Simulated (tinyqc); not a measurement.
# CMOS latch-up, two-transistor model: effects of single changes

A parasitic pnp (emitter at Vdd, base shunted by Rw) and npn (emitter at ground, base shunted by Rs) feed each other: the npn collector current flows out of the pnp base node, the pnp collector current into the npn base node. Forward-active transistors with constant gains: Icn = Isn exp(Vn/Vt), Icp = Isp (exp(Vp/Vt) - 1). A current Ii is injected into the npn base node.

Parameters, values chosen for the exercise; values close to those of bulk CMOS: temperature T = 400 K; current gain of the npn bn = 13.2; current gain of the pnp bp = 5.6; saturation current of the npn at T Isn = 7.1e-10 A; saturation current of the pnp at T Isp = 2.3e-10 A; substrate resistance shunting the npn Rs = 690 ohm; well resistance shunting the pnp Rw = 220 ohm; resistance from the pnp collector to the npn base R2 = 84 ohm; base-emitter voltage in the on state Von = 0.53 V; saturation voltage Vsat = 0.12 V; supply voltage Vdd = 3.3 V.

Constants: q = 1.602176634e-19 C, kB = 1.380649e-23 J/K, Vt = kB T/q. Results are converted to the units shown.

Each table varies one quantity; the others keep the values above.

## Effect of the well resistance shunting the pnp

Node equations: Vp/Rw + Icp/bp = Icn and Vn/Rs + Icn/bn = Icp + Ii. Loop gain G = gn gp/[(1/Rw + gp/bp)(1/Rs + gn/bn)], gn = Icn/Vt, gp = (Icp + Isp)/Vt; the off state ends where G = 1, and Ii there is the trigger current. On state with both base-emitter voltages at Von: npn base current Ib = (Von/Rs + bp Von/Rw)/(bn bp - 1), holding current Ih = (bn + 1) Ib + Von/Rs, holding voltage Vh = Vsat + Von + R2 (Ib + Von/Rs).

Effect of the well resistance shunting the pnp:
```
Rw (ohm),Vn at trigger (V),trigger current (mA),Ih (mA),Vh (V)
22,0.5925,2.303,27.19,0.8708
42,0.5685,1.540,14.68,0.7968
82,0.5438,1.133,7.966,0.7571
160,0.5191,0.9180,4.530,0.7368
310,0.4949,0.7965,2.782,0.7264
590,0.4716,0.7213,1.897,0.7212
1100,0.4495,0.6687,1.443,0.7185
2200,0.4252,0.6220,1.180,0.7170
```

Read the table: what changes, and by how much?

As Rw goes from 22 to 2200 ohm, the trigger current falls from 2.30 to 0.622 mA, Ih falls from 27.2 to 1.18 mA and Vh falls from 0.871 to 0.717 V. Vh exceeds the supply Vdd = 3.3 V, which then cannot sustain a latched state, in 0 of the 8 rows. For Rw = 22, 42, 82 Vn at the trigger exceeds the fixed Von of the on-state formulas, so Ih and Vh are too low there.

## Effect of the substrate resistance shunting the npn

Same model as above.

Effect of the substrate resistance shunting the npn:
```
Rs (ohm),Vn at trigger (V),trigger current (mA),Ih (mA),Vh (V)
69,0.5111,7.499,11.80,1.320
130,0.5097,4.028,7.498,1.013
260,0.5086,2.069,5.063,0.8391
500,0.5077,1.131,3.894,0.7558
960,0.5072,0.6450,3.287,0.7126
1900,0.5068,0.3837,2.960,0.6893
3600,0.5066,0.2578,2.803,0.6781
6900,0.5065,0.1905,2.719,0.6721
```

Read the table: what changes, and by how much?

As Rs goes from 69 to 6900 ohm, the trigger current falls from 7.50 to 0.190 mA, Ih falls from 11.8 to 2.72 mA and Vh falls from 1.32 to 0.672 V. Vh exceeds the supply Vdd = 3.3 V, which then cannot sustain a latched state, in 0 of the 8 rows.

tinyqc, about 0.04 s, one thread, Intel Xeon 2.30GHz (shared host): `OMP_NUM_THREADS=1 python tinyqc.py 2670022 2670023 out.jsonl`
